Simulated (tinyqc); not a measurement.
Binding against well width: donor or exciton in a quantum well (variational effective-mass method). Computed by tinyqc, a small Python program. Command: `OMP_NUM_THREADS=1 python tinyqc.py 3012599 3012600 out.jsonl welldonor walk`. One thread of a shared host (Intel(R) Xeon(R) Processor @ 2.30GHz), about 0.03 s of CPU time with the checks.

Electron and hole in their lowest subbands f(z) = cos(pi z/L); relative in-plane motion exp(-rho/lambda) (separable trial function), H = -nabla_rho^2 - 2/sqrt(rho^2 + (z_e - z_h)^2) in effective units. Mass and screening are the same in well and barrier; l = L/a* is the width in effective units. Bands are flat: no polarisation or applied field.

Inputs (values chosen for the exercise, for a model semiconductor):

| quantity | value | unit |
|---|---|---|
| electron mass m | 0.172 | m_0 |
| dielectric constant eps | 8.95 | - |
| well width L | 4.9 | nm |
| in-plane hole mass m_h | 0.264 | m_0 |

Centre: exciton. Barriers: infinite.

Constants: Ry = 13.605693123 eV; a_0 = 0.529177210903 angstrom; hbar^2/(2 m_0) = 3.80998212 eV angstrom^2.

Method:
- mu = m m_h/(m + m_h) takes the place of m; Ry* = Ry m/eps^2, a* = a_0 eps/m; l = L/a*.
- k = pi/l; f = cos(k z) inside and zero outside.
- Binding E_b(lambda) = -1/lambda^2 + (8/lambda^2) int_0^l P(z) g(z) dz, with P(z) = (2/l) [(1 - z/l)(1 + cos(2 pi z/l)/2) + (3/(4 pi)) sin(2 pi z/l)] the distribution of |z_e - z_h| and g(z) = int_z^infinity exp(-2 sqrt(r^2 - z^2)/lambda) dr = int_0^infinity exp(-2 rho/lambda) rho/sqrt(rho^2 + z^2) d rho; 40 Gauss-Legendre points in z and 40 in t with rho = lambda t/(1 - t).
- Each row maximises over lambda (golden section, 0.3 to 4).

a* = 4.54756 nm

Ry* = 17.6897 meV

Against width:

| L (nm) | lambda (a*) | binding (Ry*) | binding (meV) |
|---|---|---|---|
| 0.73 | 0.5974 | 3.3007 | 58.388 |
| 1.50 | 0.6714 | 2.8804 | 50.954 |
| 2.70 | 0.7636 | 2.4630 | 43.569 |
| 4.90 | 0.8971 | 2.0082 | 35.525 |
| 8.80 | 1.0807 | 1.5717 | 27.802 |
| 16.00 | 1.3400 | 1.1721 | 20.735 |

What does the comparison show, and why?

The binding is largest in the narrowest well, 3.301 Ry* at 0.73 nm, on the way to 4. In the widest well it is 1.172 Ry*. In the narrow rows the confinement energy passes real barrier heights: infinite walls and a parabolic band fail, and with real barriers the binding peaks and falls.

Extremes, crossings and ranges named in words are read from the listed rows.
